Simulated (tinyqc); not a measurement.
Froehlich polaron in a polar crystal. Changing the LO phonon energy hbar omega. Computed by tinyqc, a small Python program. Command: `OMP_NUM_THREADS=1 python tinyqc.py 3027320 3027321 out.jsonl frohlich sweep`. One thread of a shared host (Intel(R) Xeon(R) Processor @ 2.30GHz), about 0.1 s of CPU time with the checks.

One electron in a parabolic band of mass m*, coupled to dispersionless LO phonons in the continuum model. Energies are in units of hbar omega unless marked, wave numbers in k_0 = sqrt(2 m* omega/hbar).

Inputs (values chosen for the exercise, modelled on cadmium telluride):
```
quantity                           value  unit
band mass m*                      0.0945   m_0
eps_inf                             7.11     -
static dielectric constant eps_s      10     -
temperature T                        300     K
```

Constants: hbar^2/(2 m_0) = 3.80998212 eV angstrom^2; e^2/(4 pi eps_0) = 14.39964548 eV angstrom; k_B = 8.617333262e-05 eV/K; hbar = 6.582119569e-16 eV s; e = 1.602176634e-19 C; m_0 = 9.1093837015e-31 kg.

Method:
- 1/eps* = 1/eps_inf - 1/eps_s; k_0 = sqrt(2 m* omega/hbar) = sqrt(m* hbar omega / (hbar^2/(2 m_0))) with m* in m_0; alpha = (e^2/(4 pi eps_0)) k_0/(2 eps* hbar omega); polaron length 1/k_0.
- Feynman's bound: E(v, w) = 3 (v - w)^2/(4 v) - (alpha v/sqrt(pi)) int_0^infinity e^-u D(u)^(-1/2) du, D = w^2 u + ((v^2 - w^2)/v)(1 - e^(-v u)); integrals by 80 Gauss-Legendre points in s from 0 to 1 with u = 40 s^2.
- Minimise over v > w > 0 (simplex search); mass m_p/m* = 1 + (alpha v^3/(3 sqrt(pi))) int u^2 e^-u D^(-3/2) du.
- Scattering by absorption of an LO phonon: 1/tau = 2 alpha omega n, n = 1/(exp(hbar omega/(k_B T)) - 1); mu = e tau/m*, the weak-coupling result for k_B T well below hbar omega.

One run for each value; columns: (1) LO phonon energy hbar omega (meV); (2) coupling constant alpha; (3) polaron energy, Feynman (meV); (4) mobility (cm^2/(V s)); (5) polaron length 1/k_0 (angstrom):
```
(1)      (2)      (3)         (4)     (5)
8    0.51530   -4.149  5.3889e+02  70.991
12   0.42074   -5.076  7.1665e+02  57.964
18   0.34353   -6.210  9.9677e+02  47.327
28   0.27544   -7.739  1.5517e+03  37.946
43   0.22226   -9.584  2.7410e+03  30.620
65   0.18078  -11.777  5.9207e+03  24.905
99   0.14648  -14.528  1.9024e+04  20.180
150  0.11900  -17.877  1.1325e+05  16.395
```

Over the rows, coupling constant alpha falls from 0.515 to 0.119 (exponent d ln y / d ln x about -0.50 throughout); polaron energy, Feynman (meV) falls from -4.15 to -17.9 (exponent d ln y / d ln x about 0.50 throughout); mobility (cm^2/(V s)) rises from 539 to 113000 (exponent d ln y / d ln x 0.70 between the first rows and 4.3 between the last). The exponent of coupling constant alpha stays at -0.50: alpha goes as omega^(-1/2). Alpha falls as omega^(-1/2), yet alpha hbar omega rises as omega^(1/2); the mobility climbs steeply because stiff phonons are exponentially rare at this T.

Caution (rows 8.00, 12.0, 18.0, 28.0, 43.0, 65.0, 99.0): this mobility formula holds for weak coupling and k_B T well below hbar omega, and it leaves out all other scattering.
